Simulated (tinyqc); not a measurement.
k.p values derived from sp3s* tight binding at Gamma: one step. States at Gamma. Three cases, with inputs chosen for the exercise.

Problem. Solve the two blocks.

At Gamma the states are two-level mixtures: s-like S+ (upper) and S- (lower) from [[Esa, Vss], [Vss, Esc]], p-like P- (valence) and P+ from [[Epa, Vxx], [Vxx, Epc]], and the bare s* levels. With real k in 1/angstrom and kz = 0, the phase sums over the four bonds are g0 = 1 - (a k/4)^2/2, g1 = i a kx/4, g3 = -(a/4)^2 kx ky to second order. Each mixture is written (anion, cation) with the anion part positive. c = hbar^2/2m0. No spin-orbit coupling.

Case 1.

Values chosen (near a published set for InP, fitted to gaps, whose masses and valley positions are rough; the results hold for these values, not for the real material): Esa = -8.556 eV (s level of the anion); Esc = -1.492 eV (s level of the cation); Epa = 0.878 eV (p level of the anion); Epc = 4.06 eV (p level of the cation); Vss = -5.388 eV (s-s); Vxx = 1.898 eV (px-px).

Case 2.

Values chosen (near a published set for SiC, fitted to gaps, whose masses and valley positions are rough; the results hold for these values, not for the real material): Esa = -8.4 eV (s level of the anion); Esc = -4.801 eV (s level of the cation); Epa = 2.141 eV (p level of the anion); Epc = 4.355 eV (p level of the cation); Vss = -12.36 eV (s-s); Vxx = 3.044 eV (px-px).

Case 3.

Values chosen (near a published set for Ge, fitted to gaps, whose masses and valley positions are rough; the results hold for these values, not for the real material): Esa = -5.858 eV (s level of the anion); Esc = -5.858 eV (s level of the cation); Epa = 1.606 eV (p level of the anion); Epc = 1.606 eV (p level of the cation); Vss = -6.717 eV (s-s); Vxx = 1.606 eV (px-px).

Give: States.

Solution.

Case 1.

States:
```
state    E (eV)  anion part  cation part
S-     -11.4665     0.87984      0.47527
P-      -0.0076     0.90620     -0.42284
S+       1.4185     0.47527     -0.87984
P+       4.9456     0.42284      0.90620
```

Case 2.

States:
```
state    E (eV)  anion part  cation part
S-     -19.0908     0.75633      0.65419
P-       0.0090     0.81908     -0.57369
S+       5.8898     0.65419     -0.75633
P+       6.4870     0.57369      0.81908
```

Case 3.

States:
```
state    E (eV)  anion part  cation part
S-     -12.5750     0.70711      0.70711
P-       0.0000     0.70711     -0.70711
S+       0.8590     0.70711     -0.70711
P+       3.2120     0.70711      0.70711
```

Computed by tinyqc, one run a case: `OMP_NUM_THREADS=1 python tinyqc.py N N+1 out.jsonl` with N = 1451637, 1452035, 1452541; one thread of a shared Intel(R) Xeon(R) Processor @ 2.30GHz, about 0.01 s a run at most.
